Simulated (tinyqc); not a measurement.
Phase space against the mass ratio: three-phonon processes in a diatomic chain: dispersion, energy and momentum conservation, and decay channels of optical phonons. Computed by tinyqc, a small Python program. Command: `OMP_NUM_THREADS=1 python tinyqc.py 3120799 3120800 out.jsonl threeph walk`. One thread of a shared host (Intel(R) Xeon(R) Processor @ 2.30GHz), about 0.04 s of CPU time with the checks.

Cell length a, two atoms, one spring constant. x = q a/pi runs from -1 to 1; A and O are the acoustic and optical branches. Matrix elements are not computed: only conservation laws and occupation factors are followed.

Inputs (values chosen for the exercise, for a model chain): light mass m = 27 u; spring constant k = 8.5 eV/angstrom^2; temperature T = 300 K.

Constants: nu for 1 eV/(angstrom^2 u) = 15.6333042 THz; h x 1 THz = 4.135667696 meV; k_B = 8.617333262e-05 eV/K.

Method:
- omega^2 = k (1/m + 1/M) -/+ k sqrt((1/m + 1/M)^2 - 4 sin^2(pi x/2)/(m M)); nu = 15.6333042 THz x sqrt(omega^2) for eV/(angstrom^2 u).
- Processes for O(x): decay O -> A + A and O -> O + A with x = x' + x'' (mod 2), and absorption O + A -> O with x + x' = x'' (mod 2). Roots of the energy mismatch in x' are bracketed on 4001 points from -1 to 1 and refined. A process is umklapp (U) if the sum of wave numbers leaves (-1, 1]. Weight = occupation factor/|d mismatch/dx'|, the factor being 1 + n' + n'' for decay and n' - n'' for absorption. Pairs that differ only by exchanging two acoustic products count once, and the trivial root x' = 0 is left out.
- Total weight summed over channels and averaged over x = 0.05, 0.15, ..., 0.95, with m and k fixed; share of those x with an open channel.

Optical phonons:

| M/m | weight, A + A (1/THz) | weight, with O (1/THz) | share open |
|---|---|---|---|
| 1.1 | 0.18128 | 0 | 1.0 |
| 1.5 | 0.40107 | 0 | 1.0 |
| 2.0 | 0.23491 | 0 | 0.8 |
| 2.5 | 0.13431 | 0 | 0.5 |
| 2.9 | 0.10384 | 0 | 0.2 |
| 3.3 | 0.00000 | 0 | 0.0 |
| 3.7 | 0.00000 | 0 | 0.0 |
| 4.2 | 0.00000 | 0 | 0.0 |
| 6.0 | 0.00000 | 0 | 0.0 |

The A + A channel closes between M/m = 2.9 and 3.3 on this grid: energy conservation alone would allow it up to M/m = 4, where the optical bottom passes twice the acoustic top, but momentum must be conserved too. No channel with a second optical phonon opens at any ratio. A large gap that shuts such channels is one reason why crystals with very unequal masses can conduct heat well.
